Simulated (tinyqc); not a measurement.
Inside a calculation. Method: CCSD on RHF in the 6-311g basis, for H2, spin multiplicity 1. One step of it, computed by the program tinyqc.

Question. CCSD: starting amplitudes. t_ij^ab = <ij||ab> / (e_i + e_j - e_a - e_b), whose energy is MP2.

orbital energies (hartree): MO1 -0.631390, MO2 0.184086, MO3 0.297588, MO4 0.701889, MO5 2.261425, MO6 2.932083

Two-electron integrals over orbitals (pq|rs), unique and non-zero (hartree):
```
(11|11) 0.693690    (21|21) 0.034869    (22|11) 0.336592    (22|22) 0.291545
(31|11) -0.141333   (31|22) -0.019055   (31|31) 0.054350    (32|21) 0.024463
(32|32) 0.045171    (33|11) 0.367985    (33|22) 0.271038    (33|31) -0.033063
(33|33) 0.282257    (41|21) -0.054325   (41|32) -0.015641   (41|41) 0.104219
(42|11) -0.129365   (42|22) -0.037935   (42|31) 0.032894    (42|33) -0.042167
(42|42) 0.046572    (43|21) 0.020373    (43|32) 0.016555    (43|41) -0.032952
(43|43) 0.018667    (44|11) 0.521839    (44|22) 0.320994    (44|31) -0.079273
(44|33) 0.316765    (44|42) -0.099324   (44|44) 0.452844    (51|11) -0.120166
(51|22) -0.006083   (51|31) 0.058833    (51|33) -0.025545   (51|42) 0.019604
(51|44) -0.053361   (51|51) 0.105597    (52|21) 0.003585    (52|32) 0.000778
(52|41) -0.004206   (52|43) -0.004662   (52|52) 0.008353    (53|11) 0.124522
(53|22) 0.026853    (53|31) -0.041778   (53|33) 0.036315    (53|42) -0.030896
(53|44) 0.074271    (53|51) -0.051431   (53|53) 0.039711    (54|21) -0.009023
(54|32) -0.022827   (54|41) -0.001894   (54|43) 0.001296    (54|52) -0.011640
(54|54) 0.033985    (55|11) 0.667309    (55|22) 0.324463    (55|31) -0.136688
(55|33) 0.359540    (55|42) -0.118072   (55|44) 0.494488    (55|51) -0.142244
(55|53) 0.129534    (55|55) 0.675332    (61|21) -0.027812   (61|32) 0.009729
(61|41) 0.072955    (61|43) -0.029572   (61|52) 0.015761    (61|54) -0.043984
(61|61) 0.111716    (62|11) -0.022105   (62|22) 0.012193    (62|31) 0.017753
(62|33) 0.002159    (62|42) -0.000902   (62|44) -0.002451   (62|51) 0.030667
(62|53) -0.011135   (62|55) -0.028207   (62|62) 0.015658    (63|21) 0.025278
(63|32) 0.003978    (63|41) -0.051347   (63|43) 0.016810    (63|52) -0.002180
(63|54) 0.013472    (63|61) -0.053867   (63|63) 0.033145    (64|11) 0.157475
(64|22) 0.017385    (64|31) -0.061547   (64|33) 0.039707    (64|42) -0.035843
(64|44) 0.088703    (64|51) -0.081566   (64|53) 0.050436    (64|55) 0.163739
(64|62) -0.028457   (64|64) 0.087750    (65|21) 0.061250    (65|32) 0.015575
(65|41) -0.121438   (65|43) 0.045973    (65|52) -0.011694   (65|54) 0.036673
(65|61) -0.139388   (65|63) 0.080975    (65|65) 0.213630    (66|11) 0.741447
(66|22) 0.344432    (66|31) -0.167639   (66|33) 0.375903    (66|42) -0.141050
(66|44) 0.554874    (66|51) -0.197552   (66|53) 0.158169    (66|55) 0.757139
(66|62) -0.044130   (66|64) 0.217518    (66|66) 0.900358
```

Give: Starting amplitudes; correlation energy.

Answer.

Starting amplitudes (spin orbitals 1a, 1b, ...; amplitudes related by a flip of all spins are not repeated):
```
from      to        t
1a 1b  4a 4b  -0.0391
1a 1b  3a 3b  -0.0293
1a 1b  2a 4b   0.0253
1a 1b  2a 2b  -0.0214
1a 1b  5a 5b  -0.0183
1a 1b  6a 6b  -0.0157
1a 1b  3a 5b  -0.0154
1a 1b  4a 6b  -0.0149
1a 1b  2a 6b   0.0064
```

correlation energy = -0.017172 hartree
